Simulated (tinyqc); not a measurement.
Defect equilibria of an oxide against oxygen pressure (mass action). Changing the oxygen pressure P. Computed by tinyqc, a small Python program. Command: `OMP_NUM_THREADS=1 python tinyqc.py 3029032 3029033 out.jsonl brouwer sweep`. One thread of a shared host (Intel(R) Xeon(R) Processor @ 2.30GHz), about 0.01 s of CPU time with the checks.

Defects: oxygen vacancies V (charge +2), electrons n, holes p, the ionic partner X = O_i'' (charge -2), and the dopant. Activities are taken equal to concentrations.

Inputs (values chosen for the exercise, for a model oxide): reduction enthalpy H_r = 3.24 eV; prefactor K_r0 = 2.6e+71 cm^-9 atm^(1/2); gap E_g = 3.79 eV; prefactor N_c N_v = 6.1e+40 cm^-6; disorder enthalpy H_s = 3.99 eV; prefactor K_s0 = 1.3e+45 cm^-6; dopant density N_d = 1.7e+19 cm^-3; temperature T = 700 K; electron mobility mu_n = 0.27 cm^2/(V s); hole mobility mu_p = 0.09 cm^2/(V s); vacancy diffusion prefactor D_0 = 0.15 cm^2/s; vacancy migration energy E_m = 1.1 eV.

Ionic disorder: anion Frenkel. Dopant (singly charged, fully ionised): donor.

Constants: k_B = 8.617333262e-05 eV/K; e = 1.602176634e-19 C.

Method:
- K_r = K_r0 exp(-H_r/k_B T) = [V] n^2 P^(1/2); K_i = N_c N_v exp(-E_g/k_B T) = n p; K_s = K_s0 exp(-H_s/k_B T) = [X] [V].
- Neutrality: 2 [V] + p + N_d = n + 2 [X]. With n as the unknown, [V] = K_r/(n^2 P^(1/2)), p = K_i/n, [X] = K_s/[V]; the log ratio is ln(positive/negative).
- The root is found by 60 bisections in ln n between n = 1e-10 and 1e25 cm^-3.
- sigma_n = e n mu_n, sigma_p = e p mu_p, sigma_ion = 2 e [V] mu_V with mu_V = 2 e D/(k_B T) and D = D_0 exp(-E_m/k_B T); only the oxygen vacancies carry ionic current, and the ionic transport number is sigma_ion over the total.

One run for each value:
```
oxygen pressure P (atm)   n (cm^-3)  [V] (cm^-3)   p (cm^-3)  [X] (cm^-3)  total conductivity (S/cm)
1.00e-30                 1.3536e+21   6.6832e+20  2.3282e-08   3.6494e-05                     58.557
1.00e-27                 4.3200e+20   2.0750e+20  7.2953e-08   1.1754e-04                     18.688
1.00e-24                 1.4071e+20   6.1854e+19  2.2398e-07   3.9431e-04                      6.087
1.00e-21                 4.9112e+19   1.6056e+19  6.4172e-07   1.5191e-03                      2.125
1.00e-18                 2.2041e+19   2.5207e+18  1.4299e-06   9.6758e-03                      0.953
1.00e-15                 1.7260e+19   1.2999e+17  1.8260e-06   1.8762e-01                      0.747
1.00e-12                 1.7008e+19   4.2332e+15  1.8530e-06   5.7615e+00                      0.736
1.00e-09                 1.7000e+19   1.3399e+14  1.8539e-06   1.8202e+02                      0.735
1.00e-06                 1.7000e+19   4.2374e+12  1.8539e-06   5.7558e+03                      0.735
1.00e-03                 1.7000e+19   1.3400e+11  1.8539e-06   1.8201e+05                      0.735
1.00e+00                 1.7000e+19   4.2374e+09  1.8539e-06   5.7558e+06                      0.735
```

Over the rows, n (cm^-3) falls from 1.35e21 to 1.70e19; [V] (cm^-3) falls from 6.68e20 to 4.24e9 (exponent d ln y / d ln x -0.17 between the first rows and -0.50 between the last); p (cm^-3) rises from 2.33e-8 to 1.85e-6. The largest terms of the neutrality condition are 2 [V] = n from row 1; N_d = n from row 5. Deep inside a regime n goes as P^(-1/6) for 2 [V] = n, P^(-1/4) where [V] is fixed, P^0 where n or p is fixed, and P^(-1/6) for p = 2 [X].

Caution (rows 1.00e-30, 1.00e-27): one of n, p, [V] and [X] is above 2e20 cm^-3, near 1 % of the sites of a usual oxide, where defects associate and the ideal mass-action laws fail. Caution (rows 1.00e-30, 1.00e-27, 1.00e-24): the carrier density is near sqrt(N_c N_v), where the carriers are degenerate and n p = K_i fails.

Extremes, crossings and ranges named in words are read from the listed rows.
